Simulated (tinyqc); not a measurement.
Approach to the steady line: permeation of metal atoms or ions through a thin barrier or dielectric: time lag, field-aided drift and lifetime. Computed by tinyqc, a small Python program. Command: `OMP_NUM_THREADS=1 python tinyqc.py 3024730 3024731 out.jsonl barrier walk`. One thread of a shared host (Intel(R) Xeon(R) Processor @ 2.30GHz), about 0.01 s of CPU time with the checks.

The film 0 < x < d is empty at first; C = C0 at x = 0 and C = 0 at x = d. dC/dt = D d2C/dx2 - v dC/dx with drift v = D z e V/(k_B T d) (uniform field, no space charge).

Inputs (values chosen for the exercise, for a model case: singly charged ions through a dielectric): thickness d = 34 nm; prefactor D0 = 6.7e-07 cm^2/s; activation energy E = 0.716 eV; concentration at the source side C0 = 1.3e+15 1/cm^3; charge number z = 1; voltage V (positive drives ions across) = 0.1 V; test temperature T = 150 C.

Constants: k_B = 8.617333262e-05 eV/K.

Method:
- D = D0 exp(-E/(k_B T)); time scale d^2/D; Peclet number P = z V/(k_B T), k_B T in eV; 1 nm = 1e-7 cm.
- Temperatures in kelvin are T(C) + 273.15.
- Steady flux J = (D C0/d) P/(1 - exp(-P)); time lag in units of d^2/D: s_L = [P (1 + exp(-P))/(1 - exp(-P)) - 2]/P^2 (P = 0: J = D C0/d, s_L = 1/6).
- Dose through the film Q(s) = C0 d {f (s - s_L) - 2 exp(P/2) sum_(n=1..200) (-1)^n n^2 pi^2 exp(-l_n s)/l_n^2}, l_n = n^2 pi^2 + P^2/4, f = P/(1 - exp(-P)) the relative flux.
- Short-time form for P = 0: Q/(C0 d) = 4 sqrt(s) ierfc(1/(2 sqrt(s))), ierfc(y) = exp(-y^2)/sqrt(pi) - y erfc(y).

Peclet number P = 2.74241

flux relative to D C0/d = 2.93123

time lag s_L = 0.148925

Q/(C0 d):
```
s         series  steady line f (s - s_L)  series without field  short-time form, no field
0.03  1.8210e-05                  -0.3486            4.8419e-06                 4.8419e-06
0.05  9.8912e-04                  -0.2900            2.6934e-04                 2.6934e-04
0.08  1.1436e-02                  -0.2020            3.2066e-03                 3.2066e-03
0.12  5.1484e-02                  -0.0848            1.4887e-02                 1.4887e-02
0.20  2.0339e-01                   0.1497            6.1464e-02                 6.1463e-02
0.30  4.5943e-01                   0.4428            1.4382e-01                 1.4379e-01
0.50  1.0307e+00                   1.0291            3.3479e-01                 3.3326e-01
0.80  1.9085e+00                   1.9084            6.3341e-01                 6.1838e-01
1.20  3.0809e+00                   3.0809            1.0333e+00                 9.7002e-01
```

The dose lies above the steady line at all times and, among these rows, is within 1 % of it from s = 0.5 on (the lag is s_L = 0.149); for a known P the intercept of that line gives D and its slope D C0. The field changes the dose by a factor 3.76 in the first row and 2.98 in the last; at short times the factor tends to exp(P/2) = 3.94.
